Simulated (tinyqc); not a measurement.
# On-chip interconnect, size-dependent resistivity and RC delay: course in time

A rectangular line between two neighbours and two ground planes. Surface and grain-boundary scattering are added to the bulk resistivity as corrections; capacitances are parallel-plate values without fringing; inductance is ignored.

7 equal pi sections: series Rs = r Lw/7; node capacitances c Lw/7, halved at nodes 0 and 7, with Cl added to node 7; Rd feeds node 0. Elmore delay of node k: the sum, over the resistors on the path to k, of resistance times all capacitance downstream of it.

A 1 V step is applied behind Rd at t = 0. C dv/dt = -G v + b, with G the conductance matrix of the ladder (1/Rs between neighbours, 1/Rd added at node 0) and b = (1 V/Rd, 0, ...). Trapezoidal step: (C/dt + G/2) v(new) = (C/dt - G/2) v + b. The last column solves the same ladder exactly by its modes.

Values chosen for this exercise: driver resistance Rd = 1100 ohm; time step dt = 1800 ps.

Rs = 97606.4 ohm
C, node 0 to 7 (fF): 0.976490  1.95298  1.95298  1.95298  1.95298  1.95298  1.95298  2.17649

Voltages (V):
```
t (ps)	node 0	node 3	node 7	node 7, exact
1800	1.989	0.5131	0.1278	0.1671
3600	0.011	0.7210	0.4274	0.4339
5400	1.983	0.7290	0.6405	0.6201
7200	0.018	0.8970	0.7416	0.7452
9000	1.978	0.8693	0.8380	0.8291
1.080e4	0.024	0.9597	0.8876	0.8854
1.260e4	1.973	0.9387	0.9258	0.9231
1.440e4	0.029	0.9837	0.9515	0.9484
1.620e4	1.969	0.9721	0.9660	0.9654
1.800e4	0.034	0.9926	0.9791	0.9768
1.980e4	1.964	0.9883	0.9844	0.9844
2.160e4	0.038	0.9957	0.9909	0.9896
```

The far end of the ladder reaches 0.5 V at 4161 ps, 0.756 of its Elmore delay (ln 2 = 0.693 for a single pole); the slowest mode has a time constant of 4507 ps. The largest error of the trapezoidal steps at that node is 39 mV. Node 0 swings up and down from step to step: the trapezoidal rule does not damp modes much faster than dt, so these swings are numerical.

Range of the model: The metal width is under the mean free path, where the thick-limit surface term and the simple sum of corrections lose accuracy.

Program tinyqc, `OMP_NUM_THREADS=1 python tinyqc.py 2100013 2100014 out.jsonl`; Intel Xeon 2.30GHz, shared host, one thread, about 0.01 s.
